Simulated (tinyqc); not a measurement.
Threshold for a surface state: Tamm state at the end of a one-band chain.

A half-infinite chain with site energy 0 and hopping -t, band E = -2t cos(ka); the end site has energy D. The surface Green function of the unperturbed half chain is g = (E -/+ sqrt(E^2 - 4t^2))/(2t^2), the root with |t g| <= 1 and Im g <= 0, and with the shift G = g/(1 - D g).

Inputs chosen for the exercise: t = 2.41 eV (hopping); a = 3.3 angstrom (spacing).

For |D| > t: E = D + t^2/D, weight on the end site 1 - t^2/D^2, decay length of the amplitude a/ln|D/t|; a dash: no bound state. The last column is the surface density -Im G/pi at E = 0.

Against D:
```
D/t    D (eV)   E (eV)  end weight  decay length (angstrom)  density at E = 0 (1/eV)
-3.00  -7.230  -8.0333      0.8889                     3.00                   0.0132
-2.00  -4.820  -6.0250      0.7500                     4.76                   0.0264
-1.40  -3.374  -5.0954      0.4898                     9.81                   0.0446
-1.10  -2.651  -4.8419      0.1736                    34.62                   0.0598
-0.80  -1.928        -           -                        -                   0.0805
0.50    1.205        -           -                        -                   0.1057
0.95    2.289        -           -                        -                   0.0694
1.05    2.530   4.8257      0.0930                    67.64                   0.0628
1.30    3.133   4.9868      0.4083                    12.58                   0.0491
2.50    6.025   6.9890      0.8400                     3.60                   0.0182
```

What can be read from this table?

A state splits off only for |D| > t = 2.41 eV, although in the middle of an endless chain any shift binds one. Just past the threshold, at D/t = 1.05, it lies 5.7 meV outside the band and spreads over 67.6 angstrom; at D/t = -3 it holds 89 % of the end site, and the density left at the band centre has fallen to 0.10 of the clean value.

Program tinyqc; command `OMP_NUM_THREADS=1 python tinyqc.py 1452625 1452626 out.jsonl`; about 0.01 s on one thread of a shared Intel(R) Xeon(R) Processor @ 2.30GHz.
